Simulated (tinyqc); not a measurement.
From results back to parameters: deep level as a short-range spherical well. Three cases, with inputs chosen for the exercise.

Problem. Emission rates at T and T2 were computed from hidden Et and sn.

Thermal emission e = sn v Nc exp(-Et/kB T), v = sqrt(6 c kB T/m)/hbar, Nc = 2 gv (m kB T/(4 pi c))^(3/2), c = hbar^2/2m0, one mass for both, degeneracy ratio 1; 1 angstrom = 1e-8 cm.

Constants: hbar^2/2m0 = 3.80998211 eV angstrom^2; kB = 8.617333262e-05 eV/K; hbar = 6.58211957e-16 eV s.

Find: Et; sn.

Method. v Nc goes as T^2, so ln(e/T^2) against 1/T has slope -Et/kB; the intercept gives sn.

Case 1.

Values chosen (near those of GaN; not measured data):
- m = 0.19 m0 (mass)
- gv = 1 (valleys)
- T = 350 K (temperature)
- T2 = 390 K (second temperature)

e(T), e(T2) (1/s): 688.4120  5910.550

Solution.

Et = 0.569 eV
sn = 14 x 1e-16 cm^2

Case 2.

Values chosen (near those of GaAs; not measured data):
- m = 0.064 m0 (mass)
- gv = 1 (valleys)
- T = 250 K (temperature)
- T2 = 290 K (second temperature)

e(T), e(T2) (1/s): 0.005216069  0.2862676

Solution.

Et = 0.579 eV
sn = 1.9 x 1e-16 cm^2

Case 3.

Values chosen (near those of GaN; not measured data):
- m = 0.209 m0 (mass)
- gv = 1 (valleys)
- T = 300 K (temperature)
- T2 = 340 K (second temperature)

e(T), e(T2) (1/s): 1483.985  9350.790

Solution.

Et = 0.349 eV
sn = 0.18 x 1e-16 cm^2

Computed by tinyqc, one run a case: `OMP_NUM_THREADS=1 python tinyqc.py N N+1 out.jsonl` with N = 1281523, 1281538, 1281604; one thread of a shared Intel(R) Xeon(R) Processor @ 2.30GHz, about 0.01 s a run at most.
